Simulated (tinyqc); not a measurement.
Inside a calculation. Method: plane-wave Kohn-Sham cycle with exchange-only LDA in a layered model solid. One step of it, computed by the program tinyqc.

Task: Iteration 1: Hamiltonian at one k. H(m,m') = (k + G_m)^2/2 delta + V(G_m - G_m'), with V(-G) = V(G).

A solid whose potential varies along x alone (atomic units):
```
parameter                      value
period a                   11.800000
cross-section of the cell  12.000000
electrons per cell                 2
grid points                       16
plane waves -n..n, n               2
k points                           1
V1 in V1 cos(2 pi x/a)     -0.100000
V2 in V2 cos(4 pi x/a)      0.110000
```

V(G_m), m = 0, 1, 2, ... (hartree): -0.238038  -0.050000  0.055000  0.000000  0.000000

k = 0.000000 2 pi / a

Give: H.

Result:

H (hartree):
```
         -2       -1       +0       +1       +2
-2   0.3290  -0.0500   0.0550   0.0000   0.0000
-1  -0.0500  -0.0963  -0.0500   0.0550   0.0000
+0   0.0550  -0.0500  -0.2380  -0.0500   0.0550
+1   0.0000   0.0550  -0.0500  -0.0963  -0.0500
+2   0.0000   0.0000   0.0550  -0.0500   0.3290
```
